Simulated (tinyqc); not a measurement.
Gate sheet resistance from two finger widths.

Inverse problem. At low frequency R = Rsh Wf/(3 L) + B/Wf, where B collects the channel and vertical terms. Find Rsh, B and the width of lowest R.

Values chosen for this exercise: channel length L = 0.28 um.

input resistance of single fingers, contacted at one end, of width 1.9 and 10 um (ohm): [268.59649, 372.33333]

Answer. R Wf is a straight line in Wf^2; the minimum of R lies where both terms are equal.

Rsh = 28.00 ohm/square
B = 390.0 ohm um
width of lowest R = 3.421 um

Program tinyqc, `OMP_NUM_THREADS=1 python tinyqc.py 2262040 2262041 out.jsonl`; Intel Xeon 2.30GHz, shared host, one thread, about 0.01 s.
